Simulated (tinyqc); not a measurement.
One level coupled to a phonon between two leads, self-consistent Born approximation: two steps of the calculation.

Wide-band leads with mu_L = +V/2 and mu_R = -V/2; phonons in equilibrium, Nq = 1/(exp(w0/kB T) - 1). Scattering links only energies that differ by w0, so a ladder E_k = E1 + k w0 closes on itself; terms that reach past its ends are dropped. Gn and Gp are the electron and hole parts of the spectral function A = Gn + Gp.

Values chosen for this exercise:
```
symbol  value  unit                           meaning
T         300     K  temperature of leads and phonons
w0         36   meV                     phonon energy
ed         17   meV                             level
GL        5.8   meV         coupling to the left lead
GR        4.8   meV        coupling to the right lead
V          49    mV                              bias
nr          5               rungs of the ladder shown
E1        -46   meV                       lowest rung
```

Constants: q = 1.602176634e-19 C, kB = 1.380649e-23 J/K, Vt = kB T/q. Results are converted to the units shown.

Task 1. The ladder and the first Green functions. |G|^2 = 1/[(E - ed)^2 + (GL + GR + Sin + Sout)^2/4], Gn = |G|^2 (GL fL + GR fR + Sin), Gp = |G|^2 (GL (1 - fL) + GR (1 - fR) + Sout), f = 1/(1 + exp((E - mu)/kB T)). On a single ladder the real part of the phonon self-energy, which needs all energies, is left out. At the start Sin = Sout = 0.

Wanted: E; fL; fR; Gn; Gp; Nq.

Result 1.

```
rung  E (meV)       fL        fR  Gn (1/meV)  Gp (1/meV)
0         -46   0.9386    0.6967    0.002199    4.533e-4
1         -10   0.7916    0.3633    0.008368    0.005633
2          26   0.4855    0.1242     0.03128     0.06589
3          62   0.1899   0.03403    6.161e-4    0.004547
4          98  0.05504  0.008676    5.477e-5    0.001554
```

Nq = 0.3306

Task 2. Green functions. 

```
rung  E (meV)    Sin (meV)  Sout (meV)
0         -46    1.1134080  0.18621326
1         -10    4.2342428   2.2384791
2          26   0.35859013  0.89982811
3          62    1.0411980   8.8186283
4          98  0.020365312  0.60499525
```

Wanted: Gn after iteration 1; Gp after iteration 1.

Result 2.

```
rung  Gn after iteration 1 (1/meV)  Gp after iteration 1 (1/meV)
0                         0.002473                      4.990e-4
1                          0.01318                      0.008110
2                          0.03246                       0.06963
3                         0.001083                      0.008524
4                         5.783e-5                      0.001645
```

Range of the model: The self-consistent Born approximation keeps only non-crossing phonon lines and no Hartree shift; it is rough once the coupling nears the phonon energy.

Numbers from tinyqc (`OMP_NUM_THREADS=1 python tinyqc.py 2720023 2720024 out.jsonl`; about 0.1 s on one thread of a shared Intel Xeon 2.30GHz).
